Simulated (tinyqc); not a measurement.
Binding against mu: shallow acceptor in the spherical model (Baldereschi-Lipari), strong spin-orbit limit. Computed by tinyqc, a small Python program. Command: `OMP_NUM_THREADS=1 python tinyqc.py 3015963 3015964 out.jsonl acceptor walk`. One thread of a shared host (Intel(R) Xeon(R) Processor @ 2.30GHz), about 0.01 s of CPU time with the checks.

The 1S(3/2) state has an s envelope f(r) and a d envelope g(r). In effective units they obey -(f'' + 2f'/r + 2f/r) + mu (g'' + 5g'/r + 3g/r^2) = E f and -(g'' + 2g'/r - 6g/r^2 + 2g/r) + mu (f'' - f'/r) = E g. The cubic term, the split-off band and the central cell are left out.

Inputs (values chosen for the exercise, modelled on GaSb):

| quantity | value | unit |
|---|---|---|
| Luttinger gamma_1 | 13.5 | - |
| Luttinger gamma_2 | 4.58 | - |
| Luttinger gamma_3 | 5.94 | - |
| dielectric constant eps | 15.9 | - |

Constants: Ry = 13.605693123 eV; a_0 = 0.529177210903 angstrom.

Method:
- Ry* = Ry/(gamma_1 eps^2), a* = a_0 eps gamma_1, mu = (6 gamma_3 + 4 gamma_2)/(5 gamma_1), delta = (gamma_3 - gamma_2)/gamma_1; spherical masses 1/(gamma_1 (1 - mu)) (heavy) and 1/(gamma_1 (1 + mu)) (light).
- Basis: f_i = exp(-zeta_i r), g_i = r exp(-zeta_i r), weight r^2 dr, s = zeta_i + zeta_j. S_ff = 2/s^3, H_ff = zeta_i zeta_j S_ff - 2/s^2; S_gg = 24/s^5, H_gg = 8/s^3 + 24 zeta_i zeta_j/s^5 - 12/s^4; H(f_i, g_j) = mu (6 zeta_i^2/s^4 + 2 zeta_i/s^3); S_fg = 0. Each function is normalised by sqrt(S_ii).
- Large basis: zeta_i = 0.08 x 1.55^(i-1), i = 1..20 in each channel; overlap eigenvalues below 1e-11 are dropped.

mu = 0.799407

1S(3/2):

| mu | binding (Ry*) | d weight | binding x (1 - mu) |
|---|---|---|---|
| 0.10 | 1.0091 | 0.00424 | 0.90817 |
| 0.24 | 1.0549 | 0.02458 | 0.80171 |
| 0.48 | 1.2682 | 0.10088 | 0.65947 |
| 0.50 | 1.2985 | 0.10979 | 0.64927 |
| 0.80 | 2.5802 | 0.29828 | 0.51604 |
| 0.90 | 4.7683 | 0.38818 | 0.47683 |
| 0.95 | 9.1447 | 0.44002 | 0.45723 |

What follows from these numbers?

The binding grows from 1.009 to 9.14 Ry*, slowly at first (second order in mu), while the d weight rises to 0.44. The last column, the binding in units of the heavy-hole Rydberg, falls to 0.457, towards about 0.44 as mu tends to 1.
